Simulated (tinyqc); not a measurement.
Worked calculation: Ewald sum of point charges, fcc in a neutralising background, strained along z by a factor 0.87, lattice. Computed by tinyqc, a small Python program that keeps every step. Command: `OMP_NUM_THREADS=1 python tinyqc.py 25786 25787 out.jsonl` (the two numbers bound the seeds that draw the settings). One thread of a shared host (Intel(R) Xeon(R) Processor @ 2.60GHz), about 0.05 s of CPU time with the checks.

## Ewald sum with eta = 0.301 1/bohr

cell vectors (rows) (bohr):
$$\begin{pmatrix}
0.0000 & 5.0750 & 4.4150 \\
5.0750 & 0.0000 & 4.4150 \\
5.0750 & 5.0750 & 0.0000
\end{pmatrix}$$

Charges:
```
q           f1      f2      f3
2.0000  0.0000  0.0000  0.0000
```

Real space: 1/2 sum q_i q_j erfc(eta r)/r over all images with r > 0; reciprocal space: (2 pi/V) sum_(G != 0) exp(-G^2/4 eta^2)/G^2 |S(G)|^2 with S(G) = sum q exp(i G.r); self term -eta/sqrt(pi) sum q^2; background -pi Q^2/(2 V eta^2), Q the total charge.

Real-space shells (first ones):
```
r (bohr)  pairs  sum (hartree)
6.7267        8         0.0100
7.1771        4         0.0025
8.8300        2       7.74e-05
10.1500       4       1.23e-05
11.3789       8       1.79e-06
12.1766      16       5.73e-07
13.4533       8       1.22e-08
14.1840       8       1.76e-09
14.3543       4       5.54e-10
15.8522       8       1.51e-11
16.0486       8              0
16.8527       8              0
```

Reciprocal shells (first ones that count):
```
G^2 (1/bohr^2)  vectors  sum (hartree)
1.2727                8         0.0207
1.5328                4         0.0042
2.0253                2       4.08e-04
3.0656                4       3.06e-05
3.5581                8       1.35e-05
4.3384               16       2.58e-06
5.0910                8       1.38e-07
5.3234                8       6.93e-08
6.1312                4       3.24e-09
7.4040                8       1.60e-10
```

## The total does not depend on eta

The same sums for other eta.

Totals (hartree per cell):
```
eta         real  reciprocal     self  background      total
0.3010    0.0126      0.0254  -0.6793     -0.3049  -0.946274
0.5280  1.30e-06      0.3444  -1.1916     -0.0991  -0.946274
0.6790  2.56e-10      0.6460  -1.5323     -0.0599  -0.946274
```

shortest distance = 6.7267 bohr
